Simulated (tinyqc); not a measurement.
CMOS inverter, nodal equation and switching: two steps of the calculation.

An n-channel pull-down (bn, VTn) and a p-channel pull-up (bp, VTp) share the input Vin and the output node Vout, which carries the load C. Transistor (EKV form, voltages against the body): I = 2 n b Vt^2 [F(vp - Vs) - F(vp - Vd)] from drain to source, F(v) = ln^2(1 + exp(v/(2 Vt))), vp = (Vg - VT + sg |Vd - Vs|)/n. n-channel bodies are at 0; for the p-channel device all voltages are counted down from Vdd. b in uA/V^2 gives I in uA. Static: In = Ip. Transient: C dVout/dt = Ip - In. No velocity saturation, no gate capacitance beyond C.

Parameters, values chosen for the exercise:
- T = 350 K (temperature)
- Vdd = 0.9 V (supply voltage)
- n = 1.44 (slope factor)
- sg = 0.097 (drain-induced barrier lowering)
- VTn = 0.41 V (n-channel threshold)
- VTp = 0.41 V (p-channel threshold (magnitude))
- bn = 490 uA/V^2 (gain factor of the pull-down transistor)
- bp = 490 uA/V^2 (gain factor of the pull-up transistor)
- C = 0.27 fF (load capacitance)
- dt = 0.6 ps (time step)

Constants: q = 1.602176634e-19 C, kB = 1.380649e-23 J/K, Vt = kB T/q. Results are converted to the units shown.

Problem 1. Switching point and noise margins. VM solves In = Ip with Vin = Vout. VIL and VIH are the inputs at which the gain is -1; NML = VIL - Vout(VIH), NMH = Vout(VIL) - VIH.

Wanted: VM; gain at VM; VIL; VIH; NML; NMH.

Solution 1.

VM = 0.4500 V
gain at VM = -10.31
VIL = 0.3819 V
VIH = 0.5181 V
NML = 0.3461 V
NMH = 0.3461 V

VM lies 0 mV below Vdd/2, and the low margin is the larger one. With both transistors saturated the size of the gain tends to 1/sg = 10.3; here it is within 0.01 % of that.

Problem 2. One time step of the falling output. The input steps to Vdd at t = 0; I = In - Ip. Trapezoidal rule: V(new) = V - (dt/C)[I(V) + I(V(new))]/2, solved for V(new); 1 ps uA/fF = 1 mV.

Vout after step 1 = 0.77652805 V

Find: I(V); I(V(new)); Vout after step 2.

Solution 2.

I(V) = 54.40 uA
I(V(new)) = 52.21 uA
Vout after step 2 = 0.6581 V

Numbers from tinyqc (`OMP_NUM_THREADS=1 python tinyqc.py 2340049 2340050 out.jsonl`; about 0.04 s on one thread of a shared Intel Xeon 2.30GHz).
